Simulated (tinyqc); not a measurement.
Worked calculation: plane-wave Kohn-Sham cycle with exchange-only LDA in a layered model solid. One step of it, computed by the program tinyqc.

Question. Iteration 1: Hamiltonian at one k. H(m,m') = (k + G_m)^2/2 delta + V(G_m - G_m'), with V(-G) = V(G).

A solid whose potential varies along x alone (atomic units):
```
parameter                      value
period a                    5.300000
cross-section of the cell  14.000000
electrons per cell                 4
grid points                       16
plane waves -n..n, n               3
k points                           1
V1 in V1 cos(2 pi x/a)     -0.550000
```

V(G_m), m = 0, 1, 2, ... (hartree): -0.372000  -0.275000  0.000000  0.000000  0.000000  0.000000  0.000000

k = 0.000000 2 pi / a

Give: H.

Answer.

H (hartree):
```
        -3      -2      -1      +0      +1      +2      +3
-3   5.952  -0.275   0.000   0.000   0.000   0.000   0.000
-2  -0.275   2.439  -0.275   0.000   0.000   0.000   0.000
-1   0.000  -0.275   0.331  -0.275   0.000   0.000   0.000
+0   0.000   0.000  -0.275  -0.372  -0.275   0.000   0.000
+1   0.000   0.000   0.000  -0.275   0.331  -0.275   0.000
+2   0.000   0.000   0.000   0.000  -0.275   2.439  -0.275
+3   0.000   0.000   0.000   0.000   0.000  -0.275   5.952
```
